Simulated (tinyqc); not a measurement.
Raman shift of the zone-centre optical phonon of a diamond-structure crystal under stress: one step, computed by the program tinyqc. Command: `OMP_NUM_THREADS=1 python tinyqc.py 3013136 3013137 out.jsonl ramanstress walk`. One thread of a shared host (Intel(R) Xeon(R) Processor @ 2.30GHz), about 0.01 s of CPU time with the checks.

Axes x, y, z are the cube axes. Strain shifts the threefold optical mode and can split it; p, q and r are the phonon deformation potentials.

Question. Stress and strain tensors. Uniaxial stress along the unit vector n of the axis: sigma_ij = sigma n_i n_j. eps_xx = S11 sigma_xx + S12 (sigma_yy + sigma_zz), and cyclic; eps_xy = S44 sigma_xy/2 (tensor strain).

Inputs (values chosen for the exercise, modelled on germanium): stress sigma (tension positive) = -0.19 GPa.

Stress state: uniaxial. Axis: [111].

S44 = 14.95663 1/TPa

S11 = 9.708399 1/TPa

S12 = -2.631187 1/TPa

Give: stress; strain; volume strain.

Answer.

stress (GPa), rows x, y, z:
$$\begin{pmatrix}
-0.06333 & -0.06333 & -0.06333 \\
-0.06333 & -0.06333 & -0.06333 \\
-0.06333 & -0.06333 & -0.06333
\end{pmatrix}$$

strain (per mille), rows x, y, z:
$$\begin{pmatrix}
-0.2816 & -0.4736 & -0.4736 \\
-0.4736 & -0.2816 & -0.4736 \\
-0.4736 & -0.4736 & -0.2816
\end{pmatrix}$$

volume strain = -0.8447 per mille
